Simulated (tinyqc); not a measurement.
# CMOS latch-up, two-transistor model, step by step

Program tinyqc, `OMP_NUM_THREADS=1 python tinyqc.py 2670054 2670055 out.jsonl`; Intel Xeon 2.30GHz, shared host, one thread, about 0.04 s. Printed values are rounded.

A parasitic pnp (emitter at Vdd, base shunted by Rw) and npn (emitter at ground, base shunted by Rs) feed each other: the npn collector current flows out of the pnp base node, the pnp collector current into the npn base node. Forward-active transistors with constant gains: Icn = Isn exp(Vn/Vt), Icp = Isp (exp(Vp/Vt) - 1). A current Ii is injected into the npn base node.

Inputs (values chosen for the exercise); values close to those of bulk CMOS: temperature T = 250 K; current gain of the npn bn = 19.4; current gain of the pnp bp = 4.7; saturation current of the npn at T Isn = 2.4e-19 A; saturation current of the pnp at T Isp = 7.1e-20 A; substrate resistance shunting the npn Rs = 550 ohm; well resistance shunting the pnp Rw = 550 ohm; resistance from the pnp collector to the npn base R2 = 230 ohm; base-emitter voltage in the on state Von = 0.84 V; saturation voltage Vsat = 0.2 V; supply voltage Vdd = 0.9 V; current injected into the substrate Ii = 1.41 mA.

Constants: q = 1.602176634e-19 C, kB = 1.380649e-23 J/K, Vt = kB T/q. Results are converted to the units shown.

Range of the model: Near the trigger Vn + Vp exceeds Vdd by over 0.35 V, so both collector junctions are forward biased and the forward-active model is out of range there.

## Holding current and voltage

On state with both base-emitter voltages at Von: npn base current Ib = (Von/Rs + bp Von/Rw)/(bn bp - 1), holding current Ih = (bn + 1) Ib + Von/Rs, holding voltage Vh = Vsat + Von + R2 (Ib + Von/Rs).

bn bp = 91.18
Ib = 0.09653420 mA
Ih = 3.496570 mA
Vh = 1.413476 V

Vh is above Vdd = 0.9 V, so the supply cannot sustain a latched state.

## The off branch

Vn, point 0 to 7 (V): 0.579  0.659  0.709  0.739  0.759  0.779  0.794  0.809

Node equations: Vp/Rw + Icp/bp = Icn and Vn/Rs + Icn/bn = Icp + Ii. Loop gain G = gn gp/[(1/Rw + gp/bp)(1/Rs + gn/bn)], gn = Icn/Vt, gp = (Icp + Isp)/Vt; the off state ends where G = 1, and Ii there is the trigger current. For each Vn: Icn, then Vp from the first equation, then Ii from the second.

```
point	Icn (mA)	Vp (V)	Icp (mA)	Ii (mA)	G
0	1.1281e-4	6.2044e-5	2.0477e-19	1.0527	5.2346e-18
1	0.0046245	0.0025435	8.8974e-18	1.1984	2.3937e-16
2	0.047100	0.025905	1.6531e-16	1.2915	6.8310e-15
3	0.18958	0.10427	8.9083e-15	1.3534	8.8799e-13
4	0.47971	0.26384	1.4792e-11	1.4047	2.8352e-9
5	1.2138	0.66737	0.0020180	1.4769	0.60801
6	2.4353	0.83264	4.3305	-2.7613	66.661
7	4.8858	0.86027	15.612	-13.889	77.988
```

Ii peaks at 1.477 mA, at Vn = 0.7793 V where G = 1; beyond it the loop feeds itself.

## Iteration 1: response to the injected current, once round the loop per iteration

Vn at the start = 0.63 V

Icn = Isn exp(Vn/Vt); Vp solves Vp/Rw + Icp/bp = Icn; Vn(new) solves Vn/Rs + (Isn/bn) exp(Vn/Vt) = Icp + Ii.

Icn = 0.001203517 mA
Vp = 6.619344e-4 V
Icp = 2.215386e-18 mA
Vn after iteration 1 = 0.7607495 V

## Course of the iteration: response to the injected current, once round the loop per iteration

Stop when Vn changes by less than 1e-9 V, or after 150 iterations. Vn must stay below 1.1 V.

Course of the iteration:
```
iteration	Vn (V)	|change| (V)
1	0.7607495	0.131
2	0.7607495	1.36e-11
```

Converged in 2 iterations. The change falls from 0.13 in the first iteration to below the tolerance in the last. An off state exists, since Ii is below the trigger current, the largest Ii that the node equations allow, 1.477 mA.
